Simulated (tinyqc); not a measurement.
Dielectric confinement in a thin film (image charges): sweeps and comparisons. A value that a table varies takes the place of the one given here.

A film |z| < t/2 of dielectric constant eps between half-spaces of dielectric constant e2; lam = (eps - e2)/(eps + e2), q = e^2/(4 pi eps0). The self-energy of a band edge is taken with the high-frequency value, e2 = eh, and the field of a fixed ion with the static one, e2 = eo. A charge at z has images lam^|n| at n t + (-1)^n z. Its self-energy is S(z) = (q/2 eps) sum over n >= 1 of lam^n [1/(n t - 2z) + 1/(n t + 2z)] for odd n and 2 lam^n/(n t) for even n; at the centre S(0) = -(q/(eps t)) ln(1 - lam).

Donor at the centre, lam from the static eo, trial function cos(pi z/t) exp(-rho/l): E(l) = c/(m l^2) - (q/eps) times the integral over k of F(k t) (1 + (k l/2)^2)^(-3/2), with F(x) = F0 + 2 lam exp(-x) G/(1 - lam exp(-x)), F0 = 2[(1 - exp(-x/2))/x + x (1 + exp(-x/2))/(x^2 + 4 pi^2)], G = 2 sinh(x/2)[1/x - x/(x^2 + 4 pi^2)]; c = hbar^2/2m0. The binding energy is -E at the minimum, counted from the subband edge with its self-energy.

Constants: e^2/(4 pi eps0) = 14.39964547 eV angstrom; hbar^2/2m0 = 3.80998211 eV angstrom^2; Ry = 13.60569312 eV.

Values chosen for the exercise (near those of a Si (100) film, two-fold valleys, between layers of HfO2; shifted at random, so the results belong to these values and not to a real crystal):
```
symbol  value                          unit      meaning
eps     12                                       dielectric constant of the film
eh      4                                        high-frequency dielectric constant outside
eo      22.5                                     static dielectric constant outside
m       0.189                          m0        mass in the plane
mz      0.948                          m0        mass across the film
ts      (10, 15, 22, 32, 48, 70, 100)  angstrom  thicknesses
t       66                             angstrom  film thickness
```

## Thinning the film

<S> is the mean over (2/t) cos^2(pi z/t); confinement c (pi/t)^2/mz; donor binding with and without images.

Results:
```
t (angstrom),<S> (meV),confinement (meV),"binding, no images (meV)",binding (meV),l (angstrom)
10,96.4,396.7,56.1,26.1,26.5
15,64.3,176.3,51.7,27.0,26.6
22,43.8,82.0,46.9,27.2,27.4
32,30.1,38.7,41.9,26.6,28.9
48,20.1,17.2,36.4,25.1,31.5
70,13.8,8.1,31.2,23.0,34.7
100,9.6,4.0,26.6,20.6,38.7
```

Between 100 and 10 angstrom the binding goes from 20.6 to 26.1 meV; quantum confinement alone would take it from 26.6 to 56.1, so the images supply -6.0 and -30.0 meV. |<S>| goes as 1/t and exceeds the confinement energy beyond 41 angstrom. Hard-wall energies above 300 meV (up to t = 10 angstrom) overstate the confinement: walls are finite and valleys non-parabolic.

## Choice of the surrounding dielectric

The same film between different dielectrics; in this table one value e2 serves for both eo and eh.

Results:
```
case,lam,<S> (meV),binding (meV),l (angstrom)
e2 = 1,0.846,37.5,96.8,29.9
e2 = 2.5,0.655,22.0,68.3,30.6
e2 = 3.9,0.509,15.0,56.1,31.1
e2 = 7.5,0.231,5.7,40.7,32.1
e2 = 16,-0.143,-3.0,27.7,33.5
e2 = 25,-0.351,-6.9,22.3,34.3
e2 = 80,-0.739,-13.0,14.4,36.1
```

The binding spans a factor 6.7, from 97 meV in vacuum to 14.4 meV for e2 = 80; going from 3.9 to 25 changes it by -33.8 meV and the band edge by -21.9 meV, so the binding responds 1.55 times as much as the edge (for an orbit much smaller than t the binding would change by twice the change of S(0), -36.8 meV; here l/t = 0.47 for e2 = 3.9).

## What each parameter does

<S> is the mean over (2/t) cos^2(pi z/t). Each row changes one parameter from the base and keeps the others.

Results:
```
case,lam from eh,<S> (meV),binding (meV),l (angstrom)
base,0.500,14.6,23.4,34.1
t = 76 angstrom,0.500,12.7,22.5,35.6
eps = 10.8,0.459,14.5,26.8,31.8
eo = 31.5,0.500,14.6,20.1,34.8
eh = 5.2,0.395,10.7,23.4,34.1
m = 0.227 m0,0.500,14.6,26.7,30.0
```

The largest shifts from the base row, up to three for each result and ties (the steps differ in size, so this ranks the rows, not the parameters). lam from eh: eh -0.105, eps -0.041; unchanged at the printed digits by t, eo and m. <S> (meV): eh -3.9, t -1.9, eps -0.1; unchanged at the printed digits by eo and m. binding (meV): eps +3.4, eo -3.3, m +3.3; unchanged at the printed digits by eh. l (angstrom): m -4.2, eps -2.3, t +1.4; unchanged at the printed digits by eh.

tinyqc: `OMP_NUM_THREADS=1 python tinyqc.py 1250562 1250563 out.jsonl`; about 0.07 s, one thread, shared Intel(R) Xeon(R) Processor @ 2.30GHz.
